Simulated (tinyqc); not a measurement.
# Hot electrons in a saturated n-channel MOSFET, lucky-electron model: what changes with what

Beyond pinch-off the lateral field grows as Esat cosh(y/l) over the velocity-saturated region (pseudo-two-dimensional model). Impact ionisation in this region gives the substrate current, which biases the body forward through Rsub. Currents are per width. Local-field laws: they overstate ionisation when the field peak is narrower than an energy relaxation length.

Inputs (values chosen for the exercise); values close to those of silicon n-channel devices: channel length L = 0.18 um; oxide thickness tox = 4.2 nm; junction depth xj = 58 nm; threshold VT = 0.65 V; effective mobility mu = 410 cm^2/(V s); saturation velocity vs = 8.2e6 cm/s; ionisation prefactor Ai = 2e6 1/cm; ionisation field Bi = 1.73 MV/cm; resistance of the lightly doped drain Rd = 700 ohm um; substrate resistance Rsub = 21000 ohm um; fall of VT per volt of forward body bias kb = 0.39; lifetime exponent m = 2.9; lifetime constant Hl = 5800 s uA/um; drain voltage Vd = 1.9 V; gate voltage Vg = 1.3 V.

Constants: eps0 = 8.8541878128e-14 F/cm where lengths are in cm. Results are converted to the units shown.

Each table varies one quantity; the others keep the values above.

## Effect of the resistance of the lightly doped drain

Cox = 3.9 eps0/tox, l = sqrt(3 tox xj), Esat = 2 vs/mu. Overdrive g = Vg - VT + kb Vb; Vdsat = g Esat L/(g + Esat L); Id = Cox vs (g - Vdsat); dV = Vd - Id Rd - Vdsat; Em = sqrt((dV/l)^2 + Esat^2); Isub = Id (Ai/Bi) l Em exp(-Bi/Em). Vb = Rsub Isub is solved self-consistently. Lifetime tau = (Hl/Id)(Isub/Id)^(-m); 1 year = 3.15576e7 s.

Results:
```
Rd (ohm um)  Id (uA/um)  Em (MV/cm)  Isub (uA/um)  Isub/Id  tau (years)
0                 312.1      0.5598         24.83  0.07958     9.073e-4
300               284.1      0.5326         18.37  0.06465     0.001820
500               271.1      0.5161         15.31  0.05649     0.002821
800               256.3      0.4930         11.82  0.04610     0.005378
1200              242.2      0.4639         8.437  0.03483      0.01284
1600              232.2      0.4361         5.988  0.02579      0.03201
```

Estimate the missing row, Rd = 150 ohm um.

Computed row:
```
Rd (ohm um)  Id (uA/um)  Em (MV/cm)  Isub (uA/um)  Isub/Id  tau (years)
150               296.4      0.5457         21.23  0.07163     0.001296
```

With this row back in the table: As Rd goes from 0 to 1600 ohm um, Em falls from 0.560 to 0.436 MV/cm, Isub falls from 24.8 to 5.99 uA/um and tau rises from 9.07e-4 to 0.0320 years. From the first row to the last, log10(tau) changes by 1.5: 1.4 from (Isub/Id)^(-m), which holds Em and l, and 0.13 from 1/Id. The price is 0.371 V dropped over Rd in the last row. At Rd = 0 ohm um the body is biased forward by over 0.45 V, close to turning on the parasitic bipolar transistor.

## Effect of the oxide thickness

Same model as above.

Effect of the oxide thickness:
```
tox (nm)  Id (uA/um)  Em (MV/cm)  Isub (uA/um)  Isub/Id  tau (years)
2.3            614.0      0.5366         30.33  0.04940     0.001838
2.9            449.0      0.5339         24.38  0.05428     0.001912
3.6            326.8      0.5185         17.44  0.05336     0.002761
4.4            244.0      0.4942         11.64  0.04772     0.005115
5.5            180.1      0.4599         6.886  0.03824      0.01317
6.8            138.3      0.4243         3.953  0.02859      0.03985
8.4            108.3      0.3886         2.168  0.02002       0.1431
```

Read the table: what changes, and by how much?

As tox goes from 2.3 to 8.4 nm, Em falls from 0.537 to 0.389 MV/cm, Isub falls from 30.3 to 2.17 uA/um and tau rises from 0.00184 to 0.143 years. From the first row to the last, log10(tau) changes by 1.9: 1.1 from (Isub/Id)^(-m), which holds Em and l, and 0.75 from 1/Id. For tox = 2.3 to 2.9 nm the body is biased forward by over 0.45 V, close to turning on the parasitic bipolar transistor. At tox = 8.4 nm the saturated region takes over 60 % of L, so using the full L in Vdsat is rough.

## Effect of the drain voltage

Same model as above.

Result of one run:
```
Vd (V)  Id (uA/um)  Em (MV/cm)  Isub (uA/um)  Isub/Id  tau (years)
2.1          306.6      0.5552         23.59  0.07693     0.001019
```

What becomes of these results when the drain voltage Vd is changed from 2.1 to 1.59 V, all else the same?

Result of the changed run:
```
Vd (V)  Id (uA/um)  Em (MV/cm)  Isub (uA/um)  Isub/Id  tau (years)
1.59         223.4      0.4028         3.835  0.01717       0.1083
```

The whole series:
```
Vd (V)  Id (uA/um)  Em (MV/cm)  Isub (uA/um)   Isub/Id  tau (years)
1.2          209.0      0.2662        0.2619  0.001253        229.1
1.33         211.2      0.3128        0.8186  0.003876        8.576
1.46         215.7      0.3585         1.938  0.008986       0.7331
1.59         223.4      0.4028         3.835   0.01717       0.1083
1.71         234.1      0.4422         6.467   0.02762      0.02601
1.84         250.9      0.4827         10.51   0.04189     0.007259
1.97         274.4      0.5206         16.09   0.05863     0.002503
2.1          306.6      0.5552         23.59   0.07693     0.001019
```

As Vd goes from 1.2 to 2.1 V, Em rises from 0.266 to 0.555 MV/cm, Isub rises from 0.262 to 23.6 uA/um and tau falls from 229 to 0.00102 years. The slope of ln(tau) against 1/Vd is 40.3 V between the first two rows and 28.6 V between the last two; ten years are last met at Vd = 1.2 V among the rows. At Vd = 2.1 V the body is biased forward by over 0.45 V, close to turning on the parasitic bipolar transistor.

Numbers from tinyqc (`OMP_NUM_THREADS=1 python tinyqc.py 2550119 2550120 out.jsonl`; about 0.01 s on one thread of a shared Intel Xeon 2.30GHz).
